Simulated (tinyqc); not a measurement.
p-n diode, drift-diffusion by the Gummel loop with Scharfetter-Gummel fluxes: one step of the calculation.

Abrupt junction at x = 0, p side from -Lp, n side to Ln, ohmic contacts. psi is counted from the intrinsic level; n = ni exp((psi - phin)/Vt), p = ni exp((phip - psi)/Vt). Contacts: p side psi = V - Vt ln(Na/ni), p = Na, n = ni^2/Na; n side psi = Vt ln(Nd/ni), n = Nd, p = ni^2/Nd. Constant mobilities, D = mu Vt, Boltzmann statistics, SRH recombination through a mid-gap level, U = (n p - ni^2)/(tp (n + ni) + tn (p + ni)). Current is positive from the p contact to the n contact.

Question. Recombination and current. U_i as defined. J = Jn at the p contact + Jp at the n contact + q sum w_i U_i - q G sum w_i over the inner nodes, which avoids differences of large majority fluxes: Jn = (q mun Vt/h_0)[n_1 B(d_0) - n_0 B(-d_0)], Jp = (q mup Vt/h_last)[p_(N-1) B(d_last) - p_N B(-d_last)], d_i = (psi_(i+1) - psi_i)/Vt, B(d) = d/(exp(d) - 1), w_i = (h_(i-1) + h_i)/2.

Parameters, values chosen for the exercise; band and dielectric values those of a made-up semiconductor: temperature T = 275 K; electron mobility mun = 990 cm^2/(V s); hole mobility mup = 460 cm^2/(V s); SRH lifetime of electrons tn = 3e-10 s; SRH lifetime of holes tp = 7e-10 s; uniform generation rate G = 0 cm^-3 s^-1.

Constants: q = 1.602176634e-19 C, kB = 1.380649e-23 J/K, Vt = kB T/q. Results are converted to the units shown.

x, node 0 to 11 (nm): [-920, -676, -474, -305, -165, -48.5, 48.5, 202, 445, 829, 1440, 2400]
ni = 3.8339284e9 cm^-3
converged psi, node 0 to 11 (V): [0.13135210, 0.13134914, 0.13135736, 0.13158558, 0.13502224, 0.16967622, 0.32138397, 0.34877933, 0.35010339, 0.35012599, 0.35012144, 0.35011420]
converged n, node 0 to 11 (cm^-3): [1563.7242, 2.5851417e11, 4.8921737e11, 7.0968228e11, 1.0353000e12, 4.8949697e12, 2.9727809e15, 9.4462085e15, 9.9896910e15, 1.0000301e16, 1.0000170e16, 1e16]
converged p, node 0 to 11 (cm^-3): [9.4e15, 9.4001080e15, 9.3960020e15, 9.3052892e15, 8.0486490e15, 1.8646299e15, 3.0686229e12, 8.6728716e11, 6.1755846e11, 3.8532111e11, 1.7010454e11, 1469.9007]

Wanted: U; Jn at the p contact; Jp at the n contact; recombination; generation; J.

Answer.

U, node 0 to 11 (cm^-3 s^-1): [0, 8.617e20, 1.631e21, 2.365e21, 3.450e21, 1.622e22, 4.382e21, 1.239e21, 8.822e20, 5.504e20, 2.430e20, 0]
Jn at the p contact = 0.03983 A/cm^2
Jp at the n contact = 0.003095 A/cm^2
recombination = 0.07321 A/cm^2
generation = 0 A/cm^2
J = 0.1161 A/cm^2

Computed by the program tinyqc: `OMP_NUM_THREADS=1 python tinyqc.py 2240156 2240157 out.jsonl`, one thread of a shared Intel Xeon 2.30GHz, about 0.2 s for the whole run.
